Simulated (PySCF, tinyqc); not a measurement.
Inside a calculation. Method: RHF in the 3-21g basis, for H3+, spin multiplicity 1. The lowest restricted solution is unstable here: a spin-polarised one lies 0.0060 hartree lower (PySCF). Computed by tinyqc, a small Python program that keeps every step (integrals from PySCF). Settings: charge = 1, multiplicity = 1, basis = 3-21g, energy threshold = 1e-09, iteration cap = 60, orthogonalisation = symmetric, start = highest core orbitals, DIIS depth = 6, method = RHF. Command: `OMP_NUM_THREADS=1 python tinyqc.py 25929 25930 out.jsonl` (the two numbers bound the seeds that draw the settings). One thread of a shared host (Intel(R) Xeon(R) Processor @ 2.60GHz), about 0.05 s of CPU time with the checks. Later iterations appear only in the table of the cycle.

## One-electron integrals

Geometry (angstrom):
```
atom         x         y          z
H     0.000000  0.000000   0.000000
H     0.000000  0.000000   1.226000
H     0.000000  0.000000  -1.226000
```

Basis 3-21g: exponents (1/bohr^2) and contraction coefficients of normalised primitives:
```
element  l (shell)  exponent  coefficient
H            s (1)  5.447178     0.156285
H            s (1)  0.824547     0.904691
H            s (2)  0.183192     1.000000
```

Overlap, kinetic and nuclear-attraction integrals over the contracted functions; the nuclear repulsion is the sum of Za Zb / Rab.

nuclear repulsion = 1.07907262 hartree

overlap S, lower triangle:
```
          1H 1s     1H 2s     2H 1s     2H 2s     3H 1s     3H 2s
1H 1s  1.000000
1H 2s  0.645899  1.000000
2H 1s  0.092889  0.286887  1.000000
2H 2s  0.286887  0.611617  0.645899  1.000000
3H 1s  0.092889  0.286887  0.000117  0.025266  1.000000
3H 2s  0.286887  0.611617  0.025266  0.139932  0.645899  1.000000
```

kinetic energy T (hartree), lower triangle:
```
           1H 1s     1H 2s      2H 1s      2H 2s     3H 1s     3H 2s
1H 1s   1.549405
1H 2s   0.293152  0.274788
2H 1s  -0.063918  0.059633   1.549405
2H 2s   0.059633  0.112979   0.293152   0.274788
3H 1s  -0.063918  0.059633  -0.000711  -0.013236  1.549405
3H 2s   0.059633  0.112979  -0.013236  -0.011961  0.293152  0.274788
```

nuclear attraction V (hartree), lower triangle:
```
           1H 1s      1H 2s      2H 1s      2H 2s      3H 1s      3H 2s
1H 1s  -2.584158
1H 2s  -1.339708  -1.505394
2H 1s  -0.185501  -0.543913  -2.368352
2H 2s  -0.581483  -0.892072  -1.200580  -1.309998
3H 1s  -0.185501  -0.543913  -0.000271  -0.047268  -2.368352
3H 2s  -0.581483  -0.892072  -0.047268  -0.210653  -1.200580  -1.309998
```

core Hamiltonian H = T + V (hartree), lower triangle:
```
           1H 1s      1H 2s      2H 1s      2H 2s      3H 1s      3H 2s
1H 1s  -1.034753
1H 2s  -1.046557  -1.230606
2H 1s  -0.249419  -0.484280  -0.818948
2H 2s  -0.521850  -0.779093  -0.907428  -1.035210
3H 1s  -0.249419  -0.484280  -0.000982  -0.060504  -0.818948
3H 2s  -0.521850  -0.779093  -0.060504  -0.222614  -0.907428  -1.035210
```

## Two-electron integrals

Functions are numbered as in S; the eight-fold symmetry (ij|kl) = (ji|kl) = (kl|ij) leaves the list below.

Two-electron integrals (ij|kl) in chemists' order, unique and non-zero (hartree):
```
(11|11) 1.140145   (21|11) 0.611403   (21|21) 0.345152   (22|11) 0.626370
(22|21) 0.380329   (22|22) 0.482957   (31|11) 0.070893   (31|21) 0.042202
(31|22) 0.050571   (31|31) 0.008814   (32|11) 0.145959   (32|21) 0.091949
(32|22) 0.126135   (32|31) 0.021432   (32|32) 0.067554   (33|11) 0.430761
(33|21) 0.276611   (33|22) 0.401709   (33|31) 0.070893   (33|32) 0.260826
(33|33) 1.140145   (41|11) 0.260826   (41|21) 0.148590   (41|22) 0.166266
(41|31) 0.021432   (41|32) 0.047741   (41|33) 0.145959   (41|41) 0.067554
(42|11) 0.336161   (42|21) 0.207086   (42|22) 0.272866   (42|31) 0.035087
(42|32) 0.098040   (42|33) 0.336161   (42|41) 0.098040   (42|42) 0.180662
(43|11) 0.276611   (43|21) 0.176779   (43|22) 0.254351   (43|31) 0.042202
(43|32) 0.148590   (43|33) 0.611403   (43|41) 0.091949   (43|42) 0.207086
(43|43) 0.345152   (44|11) 0.401709   (44|21) 0.254351   (44|22) 0.362219
(44|31) 0.050571   (44|32) 0.166266   (44|33) 0.626370   (44|41) 0.126135
(44|42) 0.272866   (44|43) 0.380329   (44|44) 0.482957   (51|11) 0.070893
(51|21) 0.042202   (51|22) 0.050571   (51|31) 0.003754   (51|32) 0.008707
(51|33) 0.026791   (51|41) 0.015873   (51|42) 0.022780   (51|43) 0.017303
(51|44) 0.026589   (51|51) 0.008814   (52|11) 0.145959   (52|21) 0.091949
(52|22) 0.126135   (52|31) 0.008707   (52|32) 0.021545   (52|33) 0.067875
(52|41) 0.034926   (52|42) 0.055801   (52|43) 0.043839   (52|44) 0.067743
(52|51) 0.021432   (52|52) 0.067554   (53|11) 0.000126   (53|21) 0.000069
(53|22) 0.000072   (53|31) 0.000008   (53|32) 0.000017   (53|33) 0.000050
(53|41) 0.000030   (53|42) 0.000039   (53|43) 0.000032   (53|44) 0.000047
(53|51) 0.000008   (53|52) 0.000017   (53|53) 1.41e-08   (54|11) 0.015473
(54|21) 0.009519   (54|22) 0.012298   (54|31) 0.000887   (54|32) 0.002130
(54|33) 0.006634   (54|41) 0.003620   (54|42) 0.005528   (54|43) 0.004285
(54|44) 0.006599   (54|51) 0.002052   (54|52) 0.005733   (54|53) 1.80e-06
(54|54) 0.000516   (55|11) 0.430761   (55|21) 0.276611   (55|22) 0.401709
(55|31) 0.026791   (55|32) 0.067875   (55|33) 0.215815   (55|41) 0.105269
(55|42) 0.174847   (55|43) 0.139394   (55|44) 0.215751   (55|51) 0.070893
(55|52) 0.260826   (55|53) 0.000050   (55|54) 0.020488   (55|55) 1.140145
(61|11) 0.260826   (61|21) 0.148590   (61|22) 0.166266   (61|31) 0.015873
(61|32) 0.034926   (61|33) 0.105269   (61|41) 0.060843   (61|42) 0.084327
(61|43) 0.067739   (61|44) 0.100724   (61|51) 0.021432   (61|52) 0.047741
(61|53) 0.000030   (61|54) 0.004857   (61|55) 0.145959   (61|61) 0.067554
(62|11) 0.336161   (62|21) 0.207086   (62|22) 0.272866   (62|31) 0.022780
(62|32) 0.055801   (62|33) 0.174847   (62|41) 0.084327   (62|42) 0.135497
(62|43) 0.112482   (62|44) 0.169761   (62|51) 0.035087   (62|52) 0.098040
(62|53) 0.000039   (62|54) 0.008964   (62|55) 0.336161   (62|61) 0.098040
(62|62) 0.180662   (63|11) 0.015473   (63|21) 0.009519   (63|22) 0.012298
(63|31) 0.002052   (63|32) 0.005733   (63|33) 0.020488   (63|41) 0.004857
(63|42) 0.008964   (63|43) 0.011962   (63|44) 0.013972   (63|51) 0.000887
(63|52) 0.002130   (63|53) 1.80e-06   (63|54) 0.000213   (63|55) 0.006634
(63|61) 0.003620   (63|62) 0.005528   (63|63) 0.000516   (64|11) 0.087649
(64|21) 0.053220   (64|22) 0.067581   (64|31) 0.007076   (64|32) 0.017650
(64|33) 0.056212   (64|41) 0.023266   (64|42) 0.038183   (64|43) 0.035592
(64|44) 0.050686   (64|51) 0.007076   (64|52) 0.017650   (64|53) 0.000010
(64|54) 0.001721   (64|55) 0.056212   (64|61) 0.023266   (64|62) 0.038183
(64|63) 0.001721   (64|64) 0.009457   (65|11) 0.276611   (65|21) 0.176779
(65|22) 0.254351   (65|31) 0.017303   (65|32) 0.043839   (65|33) 0.139394
(65|41) 0.067739   (65|42) 0.112482   (65|43) 0.090034   (65|44) 0.139303
(65|51) 0.042202   (65|52) 0.148590   (65|53) 0.000032   (65|54) 0.011962
(65|55) 0.611403   (65|61) 0.091949   (65|62) 0.207086   (65|63) 0.004285
(65|64) 0.035592   (65|65) 0.345152   (66|11) 0.401709   (66|21) 0.254351
(66|22) 0.362219   (66|31) 0.026589   (66|32) 0.067743   (66|33) 0.215751
(66|41) 0.100724   (66|42) 0.169761   (66|43) 0.139303   (66|44) 0.214728
(66|51) 0.050571   (66|52) 0.166266   (66|53) 0.000047   (66|54) 0.013972
(66|55) 0.626370   (66|61) 0.126135   (66|62) 0.272866   (66|63) 0.006599
(66|64) 0.050686   (66|65) 0.380329   (66|66) 0.482957
```

## Orthogonalisation

S = U s U^T; symmetric (Loewdin) form X = U s^(-1/2) U^T, so that X^T S X = 1.

eigenvalues of S: 0.116017  0.305418  0.397492  0.953948  1.554533  2.672592

X, lower triangle:
```
           1H 1s      1H 2s      2H 1s     2H 2s      3H 1s     3H 2s
1H 1s   1.260064
1H 2s  -0.562845   1.944424
2H 1s   0.021105   0.022233   1.240962
2H 2s   0.056748  -0.635497  -0.485884  1.541331
3H 1s   0.021105   0.022233  -0.008418  0.014665   1.240962
3H 2s   0.056748  -0.635497   0.014665  0.179188  -0.485884  1.541331
```

## Starting guess

The start is the highest orbitals of the core Hamiltonian (a deliberately bad start); D = 2 C_occ C_occ^T.

D at the start, lower triangle:
```
          1H 1s     1H 2s      2H 1s      2H 2s      3H 1s     3H 2s
1H 1s  0.000000
1H 2s  0.000000  0.000000
2H 1s  0.000000  0.000000   1.602578
2H 2s  0.000000  0.000000  -1.620005   1.637622
3H 1s  0.000000  0.000000  -1.602578   1.620005   1.602578
3H 2s  0.000000  0.000000   1.620005  -1.637622  -1.620005  1.637622
```

## Iteration 1: building the Fock matrix

J_ij = sum D_kl (ij|kl), K_ij = sum D_kl (ik|jl); F = H + J - 0.5 K; E = tr D H + tr D J / 2 - 0.25 tr D K + E_nn.

Coulomb J (hartree), lower triangle:
```
          1H 1s     1H 2s     2H 1s     2H 2s     3H 1s     3H 2s
1H 1s  0.716689
1H 2s  0.461265  0.683811
2H 1s  0.076425  0.254125  1.023125
2H 2s  0.207898  0.430153  0.580127  0.708984
3H 1s  0.076425  0.254125  0.000084  0.021235  1.023125
3H 2s  0.207898  0.430153  0.021235  0.095687  0.580127  0.708984
```

exchange K (hartree), lower triangle:
```
          1H 1s     1H 2s      2H 1s      2H 2s     3H 1s     3H 2s
1H 1s  0.002173
1H 2s  0.004308  0.021678
2H 1s  0.003932  0.033330   0.439435
2H 2s  0.003311  0.024057   0.056852   0.079458
3H 1s  0.003932  0.033330  -0.049412   0.026409  0.439435
3H 2s  0.003311  0.024057   0.026409  -0.011075  0.056852  0.079458
```

Fock matrix F (hartree), lower triangle:
```
           1H 1s      1H 2s      2H 1s      2H 2s      3H 1s      3H 2s
1H 1s  -0.319150
1H 2s  -0.587445  -0.557634
2H 1s  -0.174960  -0.246820  -0.015540
2H 2s  -0.315607  -0.360970  -0.355727  -0.365955
3H 1s  -0.174960  -0.246820   0.023808  -0.052473  -0.015540
3H 2s  -0.315607  -0.360970  -0.052473  -0.121389  -0.355727  -0.365955
```

total energy of this density = 1.70051980 hartree

## Iteration 1: diagonalisation and new density

Diagonalise F' = X^T F X, C = X C', fill 1 alpha and 1 beta electrons from the bottom; D = 2 C_occ C_occ^T. Each column has its largest component positive (the first on a tie).

F' = X^T F X (hartree), lower triangle:
```
           1          2          3          4          5          6
1   0.093742
2  -0.575691   0.004543
3  -0.033129  -0.063634   0.307797
4  -0.050721  -0.165260  -0.408212  -0.009106
5  -0.033129  -0.063634   0.051198  -0.007500   0.307797
6  -0.050721  -0.165260  -0.007500   0.040999  -0.408212  -0.009106
```

orbital energies (hartree): MO1 -0.667579, MO2 -0.325806, MO3 -0.126050, MO4 0.532301, MO5 0.602953, MO6 0.679850

coefficients C:
```
            MO1        MO2        MO3        MO4        MO5        MO6
1H 1s  0.371483   0.000000   0.303151   0.000000  -0.942350  -0.891046
1H 2s  0.593014   0.000000   0.933232   0.000000   0.942682   1.671839
2H 1s  0.107633   0.209168  -0.189383   0.928439  -0.640734   0.643083
2H 2s  0.050201   0.592883  -0.839069  -0.837545   0.249723  -1.108727
3H 1s  0.107633  -0.209168  -0.189383  -0.928439  -0.640734   0.643083
3H 2s  0.050201  -0.592883  -0.839069   0.837545   0.249723  -1.108727
```

D after iteration 1, lower triangle:
```
          1H 1s     1H 2s     2H 1s     2H 2s     3H 1s     3H 2s
1H 1s  0.276000
1H 2s  0.440590  0.703332
2H 1s  0.079968  0.127656  0.023170
2H 2s  0.037298  0.059540  0.010807  0.005040
3H 1s  0.079968  0.127656  0.023170  0.010807  0.023170
3H 2s  0.037298  0.059540  0.010807  0.005040  0.010807  0.005040
```

## Iteration 2: building the Fock matrix

As before.

Coulomb J (hartree), lower triangle:
```
          1H 1s     1H 2s     2H 1s     2H 2s     3H 1s     3H 2s
1H 1s  1.547687
1H 2s  0.896299  1.052547
2H 1s  0.115774  0.275380  0.877349
2H 2s  0.389063  0.588638  0.549756  0.766694
3H 1s  0.115774  0.275380  0.000176  0.027260  0.877349
3H 2s  0.389063  0.588638  0.027260  0.147285  0.549756  0.766694
```

exchange K (hartree), lower triangle:
```
          1H 1s     1H 2s     2H 1s     2H 2s     3H 1s     3H 2s
1H 1s  1.218208
1H 2s  1.017660  0.973746
2H 1s  0.276570  0.301486  0.210385
2H 2s  0.546565  0.549072  0.245997  0.370223
3H 1s  0.276570  0.301486  0.060970  0.132424  0.210385
3H 2s  0.546565  0.549072  0.132424  0.271432  0.245997  0.370223
```

Fock matrix F (hartree), lower triangle:
```
           1H 1s      1H 2s      2H 1s      2H 2s      3H 1s      3H 2s
1H 1s  -0.096171
1H 2s  -0.659087  -0.664931
2H 1s  -0.271930  -0.359643  -0.046792
2H 2s  -0.406069  -0.464992  -0.480671  -0.453628
3H 1s  -0.271930  -0.359643  -0.031291  -0.099456  -0.046792
3H 2s  -0.406069  -0.464992  -0.099456  -0.211045  -0.480671  -0.453628
```

total energy of this density = -1.07524490 hartree

## Iteration 2: DIIS over 2 matrices

error matrix X^T (FDS - SDF) X:
```
           1          2         3          4         5          6
1   0.000000   0.194599  0.127821   0.121845  0.127821   0.121845
2  -0.194599   0.000000  0.088065   0.038111  0.088065   0.038111
3  -0.127821  -0.088065  0.000000  -0.030108  0.000000  -0.030108
4  -0.121845  -0.038111  0.030108   0.000000  0.030108   0.000000
5  -0.127821  -0.088065  0.000000  -0.030108  0.000000  -0.030108
6  -0.121845  -0.038111  0.030108   0.000000  0.030108   0.000000
```

B (overlaps of the stored error matrices):
```
               1              2
1  9.0008250e-02  0.0000000e+00
2  0.0000000e+00  2.4455861e-01
```

Minimise |sum c_i e_i|^2 with sum c_i = 1: solve [B -1; -1 0][c; lambda] = [0; -1] with B_ij = tr e_i^T e_j, and take F = sum c_i F_i.

DIIS coefficients: 0.730971  0.269029

extrapolated F (hartree), lower triangle:
```
           1H 1s      1H 2s      2H 1s      2H 2s      3H 1s      3H 2s
1H 1s  -0.259162
1H 2s  -0.606719  -0.586500
2H 1s  -0.201048  -0.277173  -0.023948
2H 2s  -0.339944  -0.388955  -0.389341  -0.389542
3H 1s  -0.201048  -0.277173   0.008985  -0.065113  -0.023948
3H 2s  -0.339944  -0.388955  -0.065113  -0.145509  -0.389341  -0.389542
```

## Iteration 2: diagonalisation and new density

As before.

F' = X^T F X (hartree), lower triangle:
```
           1          2          3         4          5         6
1   0.201915
2  -0.623667   0.020214
3  -0.046200  -0.078422   0.327954
4  -0.061185  -0.172962  -0.445410  0.000390
5  -0.046200  -0.078422   0.034973  0.000626   0.327954
6  -0.061185  -0.172962   0.000626  0.019297  -0.445410  0.000390
```

orbital energies (hartree): MO1 -0.699645, MO2 -0.335475, MO3 -0.114321, MO4 0.609548, MO5 0.655939, MO6 0.762768

coefficients C:
```
            MO1        MO2        MO3        MO4        MO5        MO6
1H 1s  0.331408   0.000000   0.267400   0.000000   0.450008  -1.236141
1H 2s  0.567622   0.000000   1.050189   0.000000  -0.088849   1.863678
2H 1s  0.127364   0.222685  -0.180969   0.925290   0.857208   0.296259
2H 2s  0.084190   0.580606  -0.861854  -0.846102  -0.728419  -0.847183
3H 1s  0.127364  -0.222685  -0.180969  -0.925290   0.857208   0.296259
3H 2s  0.084190  -0.580606  -0.861854   0.846102  -0.728419  -0.847183
```

D after iteration 2, lower triangle:
```
          1H 1s     1H 2s     2H 1s     2H 2s     3H 1s     3H 2s
1H 1s  0.219663
1H 2s  0.376229  0.644388
2H 1s  0.084419  0.144589  0.032443
2H 2s  0.055803  0.095576  0.021446  0.014176
3H 1s  0.084419  0.144589  0.032443  0.021446  0.032443
3H 2s  0.055803  0.095576  0.021446  0.014176  0.021446  0.014176
```

## Iteration 7 (converged): orbitals

converged F (hartree), lower triangle:
```
           1H 1s      1H 2s      2H 1s      2H 2s      3H 1s      3H 2s
1H 1s  -0.145382
1H 2s  -0.664186  -0.702873
2H 1s  -0.287843  -0.395999  -0.074837
2H 2s  -0.417268  -0.503652  -0.522311  -0.497889
3H 1s  -0.287843  -0.395999  -0.049308  -0.121437  -0.074837
3H 2s  -0.417268  -0.503652  -0.121437  -0.235845  -0.522311  -0.497889
```

As before.

F' = X^T F X (hartree), lower triangle:
```
           1          2          3          4          5         6
1   0.413884
2  -0.705347   0.032257
3  -0.089068  -0.133546   0.377210
4  -0.092734  -0.212143  -0.573769   0.010849
5  -0.089068  -0.133546  -0.018678   0.014258   0.377210
6  -0.092734  -0.212143   0.014258  -0.043195  -0.573769  0.010849
```

orbital energies (hartree): MO1 -0.862241, MO2 -0.387398, MO3 -0.079040, MO4 0.750456, MO5 0.837330, MO6 0.963153

coefficients C:
```
            MO1        MO2        MO3        MO4        MO5        MO6
1H 1s  0.255650   0.000000   0.222880   0.189309   0.000000  -1.327033
1H 2s  0.452525   0.000000   1.252958   0.269969   0.000000   1.748918
2H 1s  0.178738   0.247336  -0.148892   0.895146   0.919008   0.127063
2H 2s  0.177922   0.557785  -0.886344  -0.885191  -0.861317  -0.630370
3H 1s  0.178738  -0.247336  -0.148892   0.895146  -0.919008   0.127063
3H 2s  0.177922  -0.557785  -0.886344  -0.885191   0.861317  -0.630370
```

D after iteration 7, lower triangle:
```
          1H 1s     1H 2s     2H 1s     2H 2s     3H 1s     3H 2s
1H 1s  0.130714
1H 2s  0.231376  0.409558
2H 1s  0.091389  0.161767  0.063895
2H 2s  0.090971  0.161028  0.063603  0.063313
3H 1s  0.091389  0.161767  0.063895  0.063603  0.063895
3H 2s  0.090971  0.161028  0.063603  0.063313  0.063603  0.063313
```

## Convergence

Stop when the energy changes by less than 1e-09 hartree and every element of the error matrix X^T (F D S - S D F) X is below 9e-06.

Course of the cycle:
```
iteration  E (hartree)     change  largest element of the error matrix
1           1.70051980          -                             1.06e-01
2          -1.07524490  -2.78e+00                             1.95e-01
3          -1.11166547  -3.64e-02                             1.18e-01
4          -1.14745289  -3.58e-02                             1.27e-02
5          -1.14822743  -7.75e-04                             5.51e-04
6          -1.14822792  -4.91e-07                             1.01e-05
7          -1.14822792  -3.38e-10                             1.06e-06
```

PySCF RHF in the same basis = -1.14822792 hartree

Converged in 7 iterations.

## Populations, bond orders and dipole

Mulliken: Z minus the diagonal of D S on the atom; Loewdin: the same with S^(1/2) D S^(1/2); Mayer order: 2 sum_s sum (D(s) S)_ij (D(s) S)_ji over the two atoms.

Charges (e):
```
atom   Mulliken    Loewdin
1H    -0.198131  -0.096492
2H     0.599065   0.548246
3H     0.599065   0.548246
```

Mayer bond orders:
```
pair     order
2-1   0.480372
3-1   0.480372
3-2   0.160748
```

dipole moment about the origin, x y z (debye): 0.000000  0.000000  0.000000
